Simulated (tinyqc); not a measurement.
# Resistance of a source-drain extension with a graded tip: two studies

y runs along the channel, the gate covers y > 0. The doping is N0 for y < y0 and N0 10^(-(y - y0)/la) beyond, uniform over the depth xj. Sheet conductance s(y) = q mu(N) max(N - Nch, 0) xj + (for y > 0) ma Cox Vo, with mu(N) = u0 + (u1 - u0)/(1 + (N/Nr)^au) and Cox = eps0 eox/tox. Current is taken as one-dimensional; depletion of the tip, spreading and the contact are left out. The metallurgical junction lies at yj, where N = Nch.

Parameters, values chosen for the exercise; mobility law close to that of electrons in silicon: relative permittivity of the gate insulator (close to hafnium oxide) eox = 21.9; insulator thickness tox = 4.5 nm; active doping of the extension far from the gate N0 = 5.9e19 cm^-3; lateral abruptness la = 3.4 nm/decade; depth of the extension xj = 25 nm; channel doping Nch = 3.6e18 cm^-3; spacer length Ls = 7 nm; gate overdrive Vo = 0.74 V; mobility of the gate-induced layer ma = 100 cm^2/(V s); mobility at low doping u1 = 1414 cm^2/(V s); mobility at high doping u0 = 68.5 cm^2/(V s); reference doping Nr = 9.2e16 cm^-3; exponent au = 0.711; gate length Lg = 45 nm.

Constants: q = 1.602176634e-19 C, eps0 = 8.8541878128e-14 F/cm where lengths are in cm. Results are converted to the units shown.

Each table varies one quantity; the others keep the values above.

## Abruptness at a fixed junction position

R_spacer = integral of dy/s from -Ls to 0, R_ov from 0 to yj, R_channel = (Lg - 2 yj)/(ma Cox Vo), R_total = 2 R_spacer + 2 R_ov + R_channel. Electrical length L_eff = ma Cox dR_total/d(1/Vo); R_series = R_total - L_eff/(ma Cox Vo). y0 is moved with la so that yj stays at 6.2295 nm.

The same in every row: yj (nm) = 6.229; R_channel (ohm um) = 102.1.

Abruptness at a fixed junction position:
```
la (nm/decade)  R_spacer (ohm um)  R_ov (ohm um)  R_total (ohm um)  L_eff (nm)  R_series (ohm um)
1                           3.849          4.098             117.9       33.41              13.16
2.2                         3.849          5.517             120.8       34.12              13.77
3.5                         3.849          7.055             123.9       34.90              14.42
4.7                         3.849          8.475             126.7       35.61              15.03
6                           3.978          9.924             129.9       36.36              15.82
7.2                         4.547          10.98             133.1       36.98              17.12
8.5                         5.614          11.88             137.0       37.57              19.20
9.7                         6.961          12.55             141.1       38.05              21.75
```

As la goes from 1 to 9.7 nm/decade, R_total rises from 118 to 141 ohm um, R_spacer rises from 3.85 to 6.96 ohm um and R_ov rises from 4.10 to 12.6 ohm um. R_total changes on average by 2.66 ohm um for each nm/decade. L_eff exceeds the metallurgical length by 0.871 nm in the first row and 5.51 nm in the last, since the gate also controls the lightly doped tips.

## Effect of the position under the gate where the fall begins

Same model as above.

Effect of the position under the gate where the fall begins:
```
y0 (nm)  yj (nm)  R_spacer (ohm um)  R_ov (ohm um)  R_channel (ohm um)  R_total (ohm um)  L_eff (nm)  R_series (ohm um)
-2         2.129              5.021          4.332               127.8             146.5       42.66              12.70
0          4.129              3.849          5.954               115.2             134.8       38.94              12.70
2          6.129              3.849          6.890               102.7             124.2       35.03              14.29
4          8.129              3.849          7.826               90.13             113.5       31.12              15.89
6          10.13              3.849          8.761               77.59             102.8       27.21              17.48
8          12.13              3.849          9.697               65.05             92.14       23.30              19.07
```

What does the table show?

As y0 goes from -2 to 8, R_total falls from 146 to 92.1 ohm um, L_eff falls from 42.7 to 23.3 nm and R_series rises from 12.7 to 19.1 ohm um. More overlap also shortens the channel and adds capacitance, effects on threshold and speed that are left out.

Computed by the program tinyqc: `OMP_NUM_THREADS=1 python tinyqc.py 2282280 2282281 out.jsonl`, one thread of a shared Intel Xeon 2.30GHz, about 0.03 s for the whole run.
